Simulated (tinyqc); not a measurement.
The fan of levels: Landau levels of bilayer graphene.

Four-band model without bias: with w = sqrt(2) hv/l, E_N^2 = [g1^2 + (2N - 1) w^2 - sqrt(g1^4 + 2 (2N - 1) g1^2 w^2 + w^4)]/2 for N >= 2, and E = 0 for N = 0, 1. The two-band limit is hbar wc sqrt(N (N - 1)) with hbar wc = w^2/g1. Each level is fourfold; of the eight zero-energy states half belong to the electrons.

In a field B along z: l = 1/sqrt((e/hbar) B) is the magnetic length, n_B = B/(h/e) the number of states per area in one level, hbar wc = 2 muB B/m for mass m in m0; 1/angstrom^2 = 1e16/cm^2.

Constants: e/hbar = 1.519267448e-05 1/(T angstrom^2); h/e = 413566.7697 T angstrom^2; muB = 5.788381798e-05 eV/T.

Parameters, chosen for this exercise (out of a larger set: near those of bilayer graphene; not measured data): hv = 6.81 eV angstrom (hbar v); g1 = 0.374 eV (interlayer hopping); Bs = (2, 4, 6, 8, 10, 12, 15) T (fields).

The four lowest levels against B, with their labels in order.

Levels (meV):
```
B (T)  first  second   third  fourth      order
2.00    0.00   10.35   17.61   24.48  0,1 2 3 4
4.00    0.00   20.16   33.79   46.39  0,1 2 3 4
6.00    0.00   29.49   48.85   66.38  0,1 2 3 4
8.00    0.00   38.42   62.97   84.90  0,1 2 3 4
10.0    0.00   46.98   76.33  102.22  0,1 2 3 4
12.0    0.00   55.22   89.02  118.54  0,1 2 3 4
15.0    0.00   67.04  107.01  141.49  0,1 2 3 4
```

What does the comparison show?

The fourth level grows as B^0.92 over the first two rows and B^0.79 over the last two (1 for a parabolic band without a fixed offset such as a valley splitting, 1/2 for massless Dirac electrons). The order of the levels does not change. At the highest field level 2 lies at 67.0 meV, against 79.9 meV in the two-band limit.

Computed by tinyqc, a small Python program: `OMP_NUM_THREADS=1 python tinyqc.py 1281907 1281908 out.jsonl` (the numbers bound the seed that draws the inputs); one thread of a shared host (Intel(R) Xeon(R) Processor @ 2.30GHz), about 0.01 s for the whole set of steps.
